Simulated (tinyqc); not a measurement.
Undoped symmetric double-gate MOSFET, analytic potential model: effect of the temperature.

An undoped body of thickness ts between two equal insulators and tied gates; long channel, electrons only, n = ni exp((psi - V)/Vt) with V the quasi-Fermi potential (0 at the source, Vd at the drain), constant mobility, no quantisation. Across the body psi(x) = V - 2 Vt ln[(ts/(2 beta)) sqrt(q ni/(2 eps0 eps_r Vt)) cos(2 beta x/ts)], x from the centre. Q is the electron charge per area of the whole body.

Nc and Nv are given at 300 K and scale as (T/300 K)^1.5; Eg and mu are held fixed. ni = sqrt(Nc Nv) exp(-Eg/(2 Vt)), Eg in volts; r = eps_r tox/(eox ts); V0 = dphi + 2 Vt ln[(2/ts) sqrt(2 eps0 eps_r Vt/(q ni))]. beta (between 0 and pi/2) solves (Vg - V0 - V)/(2 Vt) = ln(beta) - ln(cos beta) + 2 r beta tan(beta). Q = 8 eps0 eps_r Vt beta tan(beta)/ts; I = mu (1/L)(4 eps0 eps_r/ts)(2 Vt)^2 [g(beta_s) - g(beta_d)] per width, g = beta tan(beta) - beta^2/2 + r beta^2 tan^2(beta), with beta_s at V = 0 and beta_d at V = Vd.  I(low) is taken at Vg = 0.42 V, Qs and I(high) at Vg = 1.17 V.

Parameters, values chosen for the exercise; material values close to those of silicon:
```
symbol    value        unit                                                         meaning
Eg         1.13          eV                                                        band gap
eps_r      11.5                                  relative permittivity of the semiconductor
Nc      2.82e19       cm^-3  conduction-band density of states at the reference temperature
Nv       2.7e19       cm^-3     valence-band density of states at the reference temperature
eox        25.7                                 relative permittivity of the gate insulator
tox         7.4          nm                                             insulator thickness
ts            8          nm                                                  body thickness
dphi       0.17           V              gate work function less that of the intrinsic body
mu          250  cm^2/(V s)                                                channel mobility
L             1          um                                                     gate length
Vd         0.05           V                                                   drain voltage
```

Constants: q = 1.602176634e-19 C, kB = 1.380649e-23 J/K, Vt = kB T/q, eps0 = 8.8541878128e-14 F/cm where lengths are in cm. Results are converted to the units shown.

Results:
```
T (K)   V0 (V)  I(low) (nA/um)  Qs(high) (nC/cm^2)  I(high) (uA/um)
220    0.68869       5.9430e-4              2373.4           27.921
250    0.68100       0.0058356              2374.0           27.950
280    0.67315        0.035969              2378.7           28.029
310    0.66516         0.15884              2386.9           28.150
370    0.64882          1.5637              2412.1           28.499
400    0.64049          3.8504              2428.2           28.717
430    0.63207          8.4235              2446.5           28.960
```

Estimate the missing row, T = 340 K.

Computed row:
```
T (K)   V0 (V)  I(low) (nA/um)  Qs(high) (nC/cm^2)  I(high) (uA/um)
340    0.65705         0.54773              2398.2           28.309
```

With this row back in the table: As T goes from 220 to 430 K, I(low) rises from 5.94e-4 to 8.42 nA/um and I(high) rises from 27.9 to 29.0 uA/um. V0 falls from 0.689 to 0.632 V. In every row the surface density at the source at the higher gate voltage passes 0.3 Nc, where Boltzmann statistics fail. In every row the mobility is held fixed, though a real one changes with T.

Computed by the program tinyqc: `OMP_NUM_THREADS=1 python tinyqc.py 2440134 2440135 out.jsonl`, one thread of a shared Intel Xeon 2.30GHz, about 0.03 s for the whole run.
